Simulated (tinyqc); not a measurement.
Lateral field, substrate current, probability of reaching the oxide barrier and hot-carrier lifetime of a silicon transistor (pseudo-two-dimensional and lucky-electron models): one step, computed by the program tinyqc. Command: `OMP_NUM_THREADS=1 python tinyqc.py 3023890 3023891 out.jsonl hotcar walk`. One thread of a shared host (Intel(R) Xeon(R) Processor @ 2.30GHz), about 0.01 s of CPU time with the checks.

Local-field models: a lucky carrier gains its energy at the peak field over a path free of collisions. Voltages are magnitudes.

Question. Saturation point and current. C_ox = 3.9 eps_0/t; F_sat = 2 v_s/mu; V_Dsat = V_ov F_sat L/(V_ov + F_sat L), V_ov = V_G - V_T; I_D/W = C_ox v_s (V_ov - V_Dsat).

Inputs (values chosen for the exercise, modelled on a silicon n-channel): channel length L = 780 nm; oxide thickness t = 20 nm; junction depth x_j = 130 nm; mobility mu = 390 cm^2/(V s); saturation velocity v_s = 0.79 1e7 cm/s; threshold voltage V_T = 0.62 V; gate voltage V_G = 1.8 V; ionisation prefactor A_i = 1.7e+06 1/cm; ionisation field B_i = 1.71 MV/cm; hot-carrier mean free path lambda = 8.1 nm; oxide barrier phi_b = 3.1 eV; interface-trap threshold phi_it = 3.6 eV; lifetime constant H = 20 s microampere/micrometre.

Drain: abrupt.

Constants: eps_0 = 8.8541878128e-12 F/m.

Give: F_sat; V_Dsat; drain current I_D/W.

Answer.

F_sat = 40.51 kV/cm

V_Dsat = 0.8592 V

drain current I_D/W = 43.76 microampere/micrometre
